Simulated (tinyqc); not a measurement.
Global model of a low-pressure process discharge: electron temperature, density, ion flux and ion energy. Changing the absorbed power P. Computed by tinyqc, a small Python program. Command: `OMP_NUM_THREADS=1 python tinyqc.py 3111070 3111071 out.jsonl plasma sweep`. One thread of a shared host (Intel(R) Xeon(R) Processor @ 2.30GHz), about 0.02 s of CPU time with the checks.

Maxwellian electrons with temperature T_e in eV, one positive ion, no negative ions, uniform bulk density n; rate constants have the Arrhenius form.

Inputs (values chosen for the exercise, of the order of those of an inductive discharge in a simple atomic gas):

| quantity | value | unit |
|---|---|---|
| ion mass M | 35.5 | u |
| ionisation prefactor K0 | 2.3e-14 | m^3/s |
| ionisation energy E_iz | 14 | eV |
| excitation prefactor X0 | 2.2e-14 | m^3/s |
| excitation energy E_ex | 10 | eV |
| elastic rate constant K_el | 1.8e-13 | m^3/s |
| ion-neutral cross section | 9.3e-19 | m^2 |
| pressure p | 0.82 | Pa |
| gas temperature T_g | 400 | K |
| radius R | 23 | cm |
| height L | 16 | cm |
| bias power P_b | 28 | W |
| radius of the biased electrode | 10 | cm |
| bias frequency | 0.4 | MHz |

Constants: k_B = 1.380649e-23 J/K; e = 1.602176634e-19 C; u = 1.6605390666e-27 kg; m_0 = 9.1093837015e-31 kg; eps_0 = 8.8541878128e-12 F/m.

Method:
- n_g = p/(k_B T_g); lambda_i = 1/(n_g sigma); h_L = 0.86/sqrt(3 + L/(2 lambda_i)), h_R = 0.8/sqrt(4 + R/lambda_i); A_eff = 2 pi R^2 h_L + 2 pi R L h_R; d_eff = pi R^2 L/A_eff.
- Particle balance: K0 exp(-E_iz/T_e) n_g d_eff = u_B, u_B = sqrt(e T_e/M).
- Root found by bracketing.
- E_c = E_iz + (X0 exp(-E_ex/T_e) E_ex + K_el (3 m_0/M) T_e)/K_iz; wall potential V_s = (T_e/2) ln(M/(2 pi m_0)); E_T = E_c + 2 T_e + T_e/2 + V_s; n = P/(e u_B A_eff E_T); ion current density J = e h_L n u_B; ionised share n/n_g.
- All bias power goes to ions: V_b = P_b/(J pi r^2). Debye length at the sheath edge lambda_D = sqrt(eps_0 T_e/(e h_L n)); Child-law sheath s = (sqrt2/3) lambda_D (2 V/T_e)^(3/4), V = V_b + V_s; ion transit time tau_i = 3 s sqrt(M/(2 e V)); collisions in the sheath s/lambda_i.

One run for each value:

| absorbed power P (W) | plasma density n (1/cm^3) | bias voltage V_b (V) | sheath width s (mm) | transit time over bias period |
|---|---|---|---|---|
| 60 | 1.671e+10 | 566.7 | 9.001 | 0.1927 |
| 110 | 3.063e+10 | 309.1 | 4.270 | 0.1228 |
| 210 | 5.847e+10 | 161.9 | 1.948 | 0.0762 |
| 400 | 1.114e+11 | 85.0 | 0.908 | 0.0477 |
| 750 | 2.088e+11 | 45.3 | 0.445 | 0.0305 |
| 1400 | 3.898e+11 | 24.3 | 0.230 | 0.0199 |
| 2700 | 7.517e+11 | 12.6 | 0.122 | 0.0129 |
| 5000 | 1.392e+12 | 6.8 | 0.073 | 0.0089 |

Over the rows, plasma density n (1/cm^3) rises from 1.67e10 to 1.39e12 (exponent d ln y / d ln x about 1.0 throughout); bias voltage V_b (V) falls from 567 to 6.80 (exponent d ln y / d ln x about -1.00 throughout); sheath width s (mm) falls from 9.00 to 0.0730 (exponent d ln y / d ln x -1.2 between the first rows and -0.84 between the last). The exponent of plasma density n stays at 1: the power balance is linear in n. The exponent of bias voltage V_b stays at -1: more ions share the bias power.
